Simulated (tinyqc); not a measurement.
UKS/PBE0 in the 6-31g basis, for H3, spin multiplicity 2, step by step. One step of it, computed by the program tinyqc.

Task: Iteration 1: diagonalisation and new density. Diagonalise F' = X^T F X, C = X C', fill 2 alpha and 1 beta electrons from the bottom; D(s) = C_occ C_occ^T; the new density keeps 0.5 of the old one (damping). Each column has its largest component positive (the first on a tie).

F(alpha) (hartree):
```
,1H 1s,1H 2s,2H 1s,2H 2s,3H 1s,3H 2s
1H 1s,-0.361396,-0.544685,-0.405785,-0.431794,-0.405775,-0.431774
1H 2s,-0.544685,-0.445994,-0.378686,-0.368697,-0.378629,-0.368666
2H 1s,-0.405785,-0.378686,-0.185942,-0.413837,-0.081978,-0.202601
2H 2s,-0.431794,-0.368697,-0.413837,-0.333947,-0.202586,-0.261191
3H 1s,-0.405775,-0.378629,-0.081978,-0.202586,-0.186076,-0.413790
3H 2s,-0.431774,-0.368666,-0.202601,-0.261191,-0.413790,-0.333892
```

F(beta) (hartree):
```
,1H 1s,1H 2s,2H 1s,2H 2s,3H 1s,3H 2s
1H 1s,-0.344597,-0.531507,-0.386869,-0.421763,-0.386803,-0.421692
1H 2s,-0.531507,-0.423758,-0.358723,-0.347487,-0.358517,-0.347376
2H 1s,-0.386869,-0.358723,-0.104054,-0.390261,-0.085981,-0.192514
2H 2s,-0.421763,-0.347487,-0.390261,-0.298284,-0.192445,-0.253565
3H 1s,-0.386803,-0.358517,-0.085981,-0.192445,-0.103759,-0.390004
3H 2s,-0.421692,-0.347376,-0.192514,-0.253565,-0.390004,-0.298177
```

X:
```
,1H 1s,1H 2s,2H 1s,2H 2s,3H 1s,3H 2s
1H 1s,1.319199,-0.631738,-0.147847,0.118667,-0.147812,0.118649
1H 2s,-0.631738,3.807363,-0.031465,-1.622206,-0.031475,-1.622092
2H 1s,-0.147847,-0.031465,1.284830,-0.470109,0.053705,0.064564
2H 2s,0.118667,-1.622206,-0.470109,2.178921,0.064563,0.458767
3H 1s,-0.147812,-0.031475,0.053705,0.064563,1.284818,-0.470109
3H 2s,0.118649,-1.622092,0.064564,0.458767,-0.470109,2.178810
```

D(alpha) at the start:
```
,1H 1s,1H 2s,2H 1s,2H 2s,3H 1s,3H 2s
1H 1s,1.123907,-3.475093,-0.772544,2.099206,-0.772364,2.098878
1H 2s,-3.475093,10.744904,2.388619,-6.490591,2.388197,-6.489780
2H 1s,-0.772544,2.388619,1.186911,-2.424742,-0.125146,-0.460697
2H 2s,2.099206,-6.490591,-2.424742,5.390519,-0.460553,2.450239
3H 1s,-0.772364,2.388197,-0.125146,-0.460553,1.186990,-2.424636
3H 2s,2.098878,-6.489780,-0.460697,2.450239,-2.424636,5.389927
```

D(beta) at the start:
```
,1H 1s,1H 2s,2H 1s,2H 2s,3H 1s,3H 2s
1H 1s,1.123907,-3.475093,-0.772515,2.099162,-0.772393,2.098921
1H 2s,-3.475093,10.744904,2.388597,-6.490558,2.388219,-6.489813
2H 1s,-0.772515,2.388597,0.530986,-1.442854,0.530902,-1.442688
2H 2s,2.099162,-6.490558,-1.442854,3.920681,-1.442626,3.920231
3H 1s,-0.772393,2.388219,0.530902,-1.442626,0.530818,-1.442460
3H 2s,2.098921,-6.489813,-1.442688,3.920231,-1.442460,3.919781
```

overlap S:
```
,1H 1s,1H 2s,2H 1s,2H 2s,3H 1s,3H 2s
1H 1s,1.000000,0.658292,0.387836,0.480846,0.387787,0.480824
1H 2s,0.658292,1.000000,0.480846,0.824741,0.480824,0.824719
2H 1s,0.387836,0.480846,1.000000,0.658292,0.033013,0.188022
2H 2s,0.480846,0.824741,0.658292,1.000000,0.188022,0.463093
3H 1s,0.387787,0.480824,0.033013,0.188022,1.000000,0.658292
3H 2s,0.480824,0.824719,0.188022,0.463093,0.658292,1.000000
```

Give: F' = X^T F X; orbital energies; coefficients C; F' = X^T F X; orbital energies; coefficients C; D(alpha) after iteration 1; D(beta) after iteration 1.

Result:

F' = X^T F X (alpha) (hartree):
```
,1,2,3,4,5,6
1,0.131,-0.451,-0.283,-0.045,-0.283,-0.045
2,-0.451,0.240,-0.112,-0.146,-0.111,-0.146
3,-0.283,-0.112,0.213,-0.373,0.114,-0.001
4,-0.045,-0.146,-0.373,0.095,-0.001,-0.048
5,-0.283,-0.111,0.114,-0.001,0.213,-0.373
6,-0.045,-0.146,-0.001,-0.048,-0.373,0.096
```

orbital energies (alpha) (hartree): MO1 -0.647, MO2 -0.251, MO3 0.091, MO4 0.477, MO5 0.495, MO6 0.824

coefficients C (alpha):
```
,MO1,MO2,MO3,MO4,MO5,MO6
1H 1s,0.419,0.000,0.393,-0.634,0.005,-1.216
1H 2s,0.403,0.000,2.631,2.384,-0.018,2.718
2H 1s,0.231,0.374,-0.016,-0.618,0.877,0.747
2H 2s,0.001,0.559,-1.845,-0.596,-1.140,-1.568
3H 1s,0.231,-0.374,-0.016,-0.631,-0.868,0.746
3H 2s,0.001,-0.559,-1.844,-0.580,1.149,-1.568
```

F' = X^T F X (beta) (hartree):
```
,1,2,3,4,5,6
1,0.142,-0.448,-0.278,-0.050,-0.278,-0.050
2,-0.448,0.249,-0.104,-0.150,-0.104,-0.150
3,-0.278,-0.104,0.322,-0.407,0.102,0.015
4,-0.050,-0.150,-0.407,0.161,0.015,-0.066
5,-0.278,-0.104,0.102,0.015,0.322,-0.407
6,-0.050,-0.150,0.015,-0.066,-0.407,0.160
```

orbital energies (beta) (hartree): MO1 -0.614, MO2 -0.199, MO3 0.128, MO4 0.513, MO5 0.645, MO6 0.881

coefficients C (beta):
```
,MO1,MO2,MO3,MO4,MO5,MO6
1H 1s,0.429,0.000,0.393,-0.778,0.000,-1.126
1H 2s,0.430,-0.001,2.640,2.595,0.000,2.504
2H 1s,0.205,-0.351,-0.046,-0.544,-0.881,0.813
2H 2s,-0.002,-0.588,-1.832,-0.712,1.130,-1.531
3H 1s,0.205,0.351,-0.046,-0.544,0.882,0.812
3H 2s,-0.003,0.589,-1.833,-0.711,-1.129,-1.530
```

D(alpha) after iteration 1:
```
,1H 1s,1H 2s,2H 1s,2H 2s,3H 1s,3H 2s
1H 1s,0.650,-1.653,-0.338,1.050,-0.338,1.050
1H 2s,-1.653,5.454,1.241,-3.245,1.241,-3.245
2H 1s,-0.338,1.241,0.690,-1.108,-0.106,-0.335
2H 2s,1.050,-3.245,-1.108,2.852,-0.335,1.069
3H 1s,-0.338,1.241,-0.106,-0.335,0.690,-1.108
3H 2s,1.050,-3.245,-0.335,1.069,-1.108,2.851
```

D(beta) after iteration 1:
```
,1H 1s,1H 2s,2H 1s,2H 2s,3H 1s,3H 2s
1H 1s,0.654,-1.645,-0.342,1.049,-0.342,1.049
1H 2s,-1.645,5.465,1.239,-3.246,1.238,-3.245
2H 1s,-0.342,1.239,0.287,-0.722,0.287,-0.722
2H 2s,1.049,-3.246,-0.722,1.960,-0.722,1.960
3H 1s,-0.342,1.238,0.287,-0.722,0.286,-0.721
3H 2s,1.049,-3.245,-0.722,1.960,-0.721,1.960
```
